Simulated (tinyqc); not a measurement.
# MOSFET in saturation, small-signal circuit and noise: what changes with what

Bias by the inversion coefficient IC = I/Ispec (charge-based model with velocity saturation; weak inversion below 0.1, strong above 10). Common-source circuit: gm, gds, Cgs, Cgd and Cj at the inner nodes, Rg in series with the gate; quasi-static, no source or drain resistance, no gate-body capacitance, no substrate network, no induced gate noise, so fmax is an upper estimate.

Inputs (values chosen for the exercise): temperature T = 350 K; gate length L = 65 nm; total gate width W = 40 um; gate capacitance Cox = 2.07 uF/cm^2; mobility mu = 270 cm^2/(V s); slope factor n = 1.16; velocity-saturation length Ls = 15 nm; ratio gds/gm sg = 0.085; overlap and fringe capacitance per side Cov = 0.35 fF/um; drain junction capacitance Cj = 0.8 fF/um; sheet resistance of the gate Rsh = 15 ohm; finger width Wf = 2 um; gate contact and vertical resistance Rc = 100 ohm um; inversion coefficient IC = 0.053; short-channel excess of the noise factor gw = 0.04; oxide trap density Nt = 1.3e18 cm^-3 eV^-1; tunnelling length into the oxide lt = 0.1 nm; Coulomb scattering coefficient ac = 1000 V s/C.

Constants: q = 1.602176634e-19 C, kB = 1.380649e-23 J/K, Vt = kB T/q. Results are converted to the units shown.

Each table varies one quantity; the others keep the values above.

## Integrated noise against bandwidth

Ispec = 2 n mu Cox (W/L) Vt^2, lc = Ls/L, gms = [sqrt((lc IC + 1)^2 + 4 IC) - 1]/[2 + lc (lc IC + 1)], gm = gms Ispec/(n Vt), gds = sg gm. qs = [sqrt(1 + 4 IC) - 1]/2, Cgs = Cox W L qs (2 qs + 3)/(3 (qs + 1)^2) + Cov W, Cgd = Cov W, Cd = Cj W, Rg = Rsh (Wf/L)/(12 Nf) + Rc/W with Nf = W/Wf fingers (not rounded) contacted at both ends. Channel noise Sid = 4 kB T gam n gm with gam = (1/2 + (2/3) qs)/(1 + qs) + gw lc IC, qs = [sqrt(1 + 4 IC) - 1]/2, lc = Ls/L (the last term an empirical rise with velocity saturation); at the gate, white noise Sw = Sid/gm^2 + 4 kB T Rg. Number fluctuation with correlated mobility: S(f) = K/f, K = q^2 Vt lt Nt/(W L Cox^2) (1 + ac mu Cox I/gm)^2, Vt in eV with Nt per eV. Corner fc = K/Sw. Mean square from f1 = 10 Hz to B: Sw (B - f1) + K ln(B/f1).

Integrated noise against bandwidth:
```
B (Hz)  spot noise at B (nV/Hz^0.5)  white part (uV rms)  1/f part (uV rms)  total (uV rms)
1000                          306.8               0.1046              20.82           20.82
10000                         97.07               0.3321              25.50           25.50
1e5                           30.86                1.051              29.44           29.46
1e6                           10.25                3.323              32.92           33.08
1e7                           4.523                10.51              36.06           37.56
1e8                           3.462                33.23              38.95           51.20
1e9                           3.337                105.1              41.64           113.0
```

The 1/f part adds the same power, K ln 10, in each decade and grows only from 20.8 to 41.6 uV; the white part grows as sqrt(B). It overtakes the 1/f part by B = 1e9 Hz among the rows, above the corner fc = 8.52e6 Hz of the spot noise.

## Gains against frequency

fT = gm/(2 pi (Cgs + Cgd)), fmax = fT/(2 sqrt(Rg (gds + 2 pi fT Cgd))). Inner admittances at w = 2 pi f: y11 = i w (Cgs + Cgd), y12 = -i w Cgd, y21 = gm - i w Cgd, y22 = gds + i w (Cgd + Cd). Invert to Z, add Rg to Z11 and invert back to Y. |h21| = |Y21/Y11|; U = |Y21 - Y12|^2/(4 [Re Y11 Re Y22 - Re Y12 Re Y21]). MSG = |Y21/Y12|; stability factor k = [2 Re Y11 Re Y22 - Re(Y12 Y21)]/|Y12 Y21|.

The same in every row: f sqrt(U) (GHz) = 54.21.

Gains against frequency:
```
f (GHz)  |h21| (dB)  U (dB)  MSG (dB)         k
0.054         40.04   60.03     23.41  0.004673
0.1           34.68   54.68     20.73  0.008654
0.19          29.11   49.11     17.94   0.01644
0.35          23.81   43.80     15.29   0.03028
0.66          18.31   38.29     12.54   0.05703
1.2           13.14   33.10     9.960    0.1033
2.3           7.610   27.45     7.193    0.1954
4.3           2.553   22.01     4.665    0.3498
```

Over the table |h21| falls by 19.7 dB a decade, U by 20.0 and MSG by 9.86. The product f sqrt(U) stays at 54.2 GHz, against fmax = 54.2 GHz from the formula. k stays below one in all rows, so the device is only conditionally stable. In every row fmax exceeds 4 fT, where channel resistance and substrate losses, left out here, would cap it.

## Effect of the gate length on speed and noise

Same model as above.

Corner fc = K/Sw. IC is held fixed, and so is sg.

Results:
```
L (nm)  I (uA)  Rg (ohm)  fT (GHz)  fmax (GHz)  sqrt(Sw) (nV/Hz^0.5)  fc (MHz)
20      125.03    8.7500    18.393      71.313                1.8984    84.925
32      78.143    6.4062    11.418      65.587                2.3584    34.381
50      50.011    5.0000    7.1728      58.734                2.9230    14.321
79      31.653    4.0823    4.3877      50.692                3.6576    5.7880
130     19.235    3.4615    2.5105      41.430                4.6799    2.1483
200     12.503    3.1250    1.5086      33.569                5.7976   0.90985
500     5.0011    2.7500   0.45500      19.101                9.1556   0.14593
```

Estimate the missing row, L = 320 nm.

Computed row:
```
L (nm)  I (uA)  Rg (ohm)  fT (GHz)  fmax (GHz)  sqrt(Sw) (nV/Hz^0.5)  fc (MHz)
320     7.8143    2.8906   0.83418      25.656                7.3277   0.35595
```

With this row back in the table: As L goes from 20 to 500 nm, fT falls from 18.4 to 0.455 GHz, fmax falls from 71.3 to 19.1 GHz, the white noise rises from 1.90 to 9.16 nV/Hz^0.5 and the corner falls from 84.9 to 0.146 MHz. fT goes as L^(-1.01) between the first two rows and L^(-1.36) between the last two; with no overlap and no velocity saturation it would go as 1/L^2. For L = 32 to 500 nm fmax exceeds 4 fT, where channel resistance and substrate losses, left out here, would cap it.

Program tinyqc, `OMP_NUM_THREADS=1 python tinyqc.py 2150105 2150106 out.jsonl`; Intel Xeon 2.30GHz, shared host, one thread, about 0.01 s.
